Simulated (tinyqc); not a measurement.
## Polarisation charge from two barrier thicknesses

Inverse problem. VT = phiB - dEc - q sigma d/(eps0 eps_r). Find sigma, phiB - dEc and the thickness at which VT = 0.

Parameters, values chosen for the exercise:
```
symbol,value,unit,meaning
eps_r,9,,relative permittivity of barrier and channel
```

Constants: q = 1.602176634e-19 C, eps0 = 8.8541878128e-14 F/cm where lengths are in cm. Results are converted to the units shown.

VT for d = 20 and 30 nm (V): -3.2180436  -5.2442155

Answer. VT is linear in d.

sigma = 1.008e13 cm^-2
phiB - dEc = 0.8343 V
thickness for VT = 0 = 4.118 nm

Computed by the program tinyqc: `OMP_NUM_THREADS=1 python tinyqc.py 2570034 2570035 out.jsonl`, one thread of a shared Intel Xeon 2.30GHz, about 0.01 s for the whole run.
